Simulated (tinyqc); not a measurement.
# Bulk resistivity and mean free path from two films

Question. In the thick-film limit single-crystal films obey rho = rho0 (1 + 3 (1 - ps) lam/(8 d)). Find rho0, lam and the product rho0 lam.

Parameters, values chosen for the exercise: specular share of surface scattering ps = 0.

rho at d = 75 and 230 nm (uohm cm): 1.9630800  1.7453522

Solution. rho is a straight line in 1/d: the intercept is rho0 and the slope (3/8)(1 - ps) rho0 lam. Without ps only the product (1 - ps) lam could be found.

rho0 = 1.64 uohm cm
lam = 39.4 nm
rho0 lam = 64.6 uohm cm nm

Computed by the program tinyqc: `OMP_NUM_THREADS=1 python tinyqc.py 2100056 2100057 out.jsonl`, one thread of a shared Intel Xeon 2.30GHz, about 0.01 s for the whole run.
